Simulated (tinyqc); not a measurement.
# Ideality from Voc and Vmp

Question. An ideal cell J = Jsc - J0 (exp(V/(n Vt)) - 1) has exp((Voc - Vmp)/(n Vt)) = 1 + Vmp/(n Vt) at maximum power. Find n, J0 and FF.

Values chosen for this exercise: temperature T = 348 K.

Constants: q = 1.602176634e-19 C, kB = 1.380649e-23 J/K, Vt = kB T/q. Results are converted to the units shown.

Jsc = 34.9 mA/cm^2
Voc = 0.42998857 V
Vmp = 0.33021456 V

Solution. With a = n Vt, a ln(1 + Vmp/a) rises steadily with a, so Voc - Vmp fixes it; J0 follows from Voc.

n = 1.62
J0 = 5.00e-6 A/cm^2
FF = 0.670

Computed by the program tinyqc: `OMP_NUM_THREADS=1 python tinyqc.py 2280111 2280112 out.jsonl`, one thread of a shared Intel Xeon 2.30GHz, about 0.01 s for the whole run.
